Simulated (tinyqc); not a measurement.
Charge-trap memory cell: two steps of the calculation.

Channel, tunnel oxide, storage layer, blocking layer, gate. N electrons per area sit in a sheet at the centroid and shift the threshold by U = (q/eps0) N (tb/eb + xc tn/en). EOT = t1 + 3.9 (tn/en + tb/eb); tunnel field F = (Vg - U)/EOT; dN/dt = eta (J/q)(1 - N/Nm). Fowler-Nordheim: J = A F^2 exp(-B/F), A = q^2/(16 pi^2 hbar mo phi) (times 1e14 for A/cm^2 with F in V/nm, emitter mass m0), B = (4/3) sqrt(mo/C) phi^1.5, C = hbar^2/(2 m0).

Values chosen for this exercise; oxide values close to those of silicon dioxide, storage layer close to silicon nitride, blocking layer close to aluminium oxide:

| symbol | value | unit | meaning |
|---|---|---|---|
| phi | 3.08 | eV | tunnel barrier |
| mo | 0.48 | m0 | tunnelling mass |
| t1 | 5.4 | nm | tunnel oxide (permittivity 3.9) |
| tn | 6.5 | nm | storage layer |
| en | 7.5 |  | its relative permittivity |
| tb | 11.6 | nm | blocking layer |
| eb | 9 |  | its relative permittivity |
| xc | 0.52 |  | charge centroid, share of tn counted from the blocking side |
| eta | 0.45 |  | capture efficiency of an empty layer |
| Nm | 1.7e13 | cm^-2 | trap density |
| Vg | 17.8 | V | gate voltage less flat band and surface potential |
| d0 | 2.9e-7 | s | first time step |
| gr | 1.6 |  | growth of the step |
| n | 8 |  | steps |

Constants: q = 1.602176634e-19 C, hbar = 1.054571817e-34 J s, m0 = 9.1093837015e-31 kg, eps0 = 8.8541878128e-14 F/cm where lengths are in cm, hbar^2/(2 m0) = 0.0380998212 eV nm^2. Results are converted to the units shown.

Task 1. Constants of the stack. EOT, the shift for 1e12 electrons per cm^2, the shift with all traps full, and the starting field, current and rate.

Find: EOT; shift for 1e12 cm^-2; shift with all traps full; F(0); J(0); dN/dt at the start.

Result 1.

EOT = 13.81 nm
shift for 1e12 cm^-2 = 0.3148 V
shift with all traps full = 5.351 V
F(0) = 1.289 V/nm
J(0) = 0.4182 A/cm^2
dN/dt at the start = 1.175e18 cm^-2 s^-1

Task 2. Midpoint steps of growing length. N(half) = N + (d/2) r(N), N(new) = N + d r(N(half)), r = dN/dt; the step starts at d0 and is multiplied by gr each time. Field in the blocking layer (3.9 F + q N/eps0)/eb.

Give: t; N; U; F; blocking field.

Result 2.

| step | t (s) | N (cm^-2) | U (V) | F (V/nm) | blocking field (V/nm) |
|---|---|---|---|---|---|
| 0 | 0 | 0 | 0.000 | 1.289 | 0.5587 |
| 1 | 2.900e-7 | 3.157e11 | 0.099 | 1.282 | 0.5619 |
| 2 | 7.540e-7 | 7.408e11 | 0.233 | 1.272 | 0.5662 |
| 3 | 1.496e-6 | 1.281e12 | 0.403 | 1.260 | 0.5718 |
| 4 | 2.684e-6 | 1.929e12 | 0.607 | 1.245 | 0.5784 |
| 5 | 4.585e-6 | 2.663e12 | 0.838 | 1.229 | 0.5859 |
| 6 | 7.626e-6 | 3.458e12 | 1.088 | 1.210 | 0.5940 |
| 7 | 1.249e-5 | 4.287e12 | 1.350 | 1.191 | 0.6025 |
| 8 | 2.028e-5 | 5.131e12 | 1.615 | 1.172 | 0.6111 |

Range of the model: The Fowler-Nordheim form needs F t1 above phi; trap-assisted paths and leakage through the blocking layer are left out.

tinyqc, about 0.05 s, one thread, Intel Xeon 2.30GHz (shared host): `OMP_NUM_THREADS=1 python tinyqc.py 2130156 2130157 out.jsonl`
